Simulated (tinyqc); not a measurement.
Gaps across the alloy: virtual-crystal alloy in the empirical-pseudopotential method.

Empirical pseudopotential on the fcc lattice, atoms at +/- tau, tau = a (1,1,1)/8, no spin-orbit coupling. H(G,G') = c (2 pi/a)^2 |k + G|^2 delta + VS(q) cos(q.tau) + i VA(q) sin(q.tau), q = G - G', c = hbar^2/2m0; k and G in units of 2 pi/a; VS at |q|^2 = 3, 8, 11 and VA at 3, 4, 11, in rydberg, zero elsewhere. At each k the basis holds all G with |k + G|^2 up to 16; energies are counted from the fourth level at Gamma.

Virtual crystal A(1-x)B(x): a = (1 - x) a_A + x a_B. Rule linear: V = (1 - x) V_A + x V_B. Rule volume: V = [(1 - x) a_A^3 V_A + x a_B^3 V_B]/a^3, since a form factor is an atomic potential divided by the cell volume.

Constants: hbar^2/2m0 = 3.80998211 eV angstrom^2; Ry = 13.60569312 eV.

Parameters, chosen for this exercise (classic local form factors of the size used for Si (A) and Ge (B), which place X and L only to a few tenths of an eV; the results hold for these values, not for the real material): a = (5.422, 5.66) angstrom (lattice constants of A, B); VSA = (-0.208, 0.04, 0.081) Ry (symmetric form factors of A); VAA = (0, 0, 0) Ry (antisymmetric form factors of A); VSB = (-0.225, 0.009, 0.059) Ry (symmetric form factors of B); VAB = (0, 0, 0) Ry (antisymmetric form factors of B); rule = linear (mixing rule).

Gaps from the valence top to the fifth band at Gamma, at L = (1/2,1/2,1/2) and at the lowest of k = (f,0,0), f = 0.70, 0.75, ..., 1.00. Bowing C = 4 [(E(0) + E(1))/2 - E(1/2)].

Gaps (eV):

| x | Gamma | Delta/X | f of the minimum | L | lowest |
|---|---|---|---|---|---|
| 0.000 | 3.343 | 0.724 | 0.85 | 1.828 | Delta/X |
| 0.167 | 3.350 | 0.749 | 0.85 | 1.675 | Delta/X |
| 0.333 | 3.097 | 0.773 | 0.85 | 1.516 | Delta/X |
| 0.500 | 2.632 | 0.794 | 0.85 | 1.351 | Delta/X |
| 0.667 | 2.157 | 0.813 | 0.85 | 1.180 | Delta/X |
| 0.833 | 1.673 | 0.829 | 0.85 | 1.003 | Delta/X |
| 1.000 | 1.179 | 0.843 | 0.85 | 0.822 | L |

bowing (eV): Gamma -1.484, Delta/X -0.043, L -0.103

How do the results move, and what explains it?

The lowest valley changes: Delta/X to L between x = 0.833 and 1.000. From A to B the Gamma gap moves by -2.16 eV, L by -1.01 eV and Delta/X by +0.12 eV; a move of Delta/X below about 0.4 eV is within the error of such form factors, sign included. The virtual crystal holds no disorder and no bond relaxation, so its bowing comes from the non-linear dependence on the mean potential and volume alone, and it may differ from measured bowing, which is positive in these alloys, in size and even in sign; crossings move with it; where the character of the fifth band at Gamma changes along x, its value mixes two levels.

Run: tinyqc, `OMP_NUM_THREADS=1 python tinyqc.py 1050294 1050295 out.jsonl`; Intel(R) Xeon(R) Processor @ 2.30GHz, one thread, shared host; about 0.2 s of CPU time with all checks.
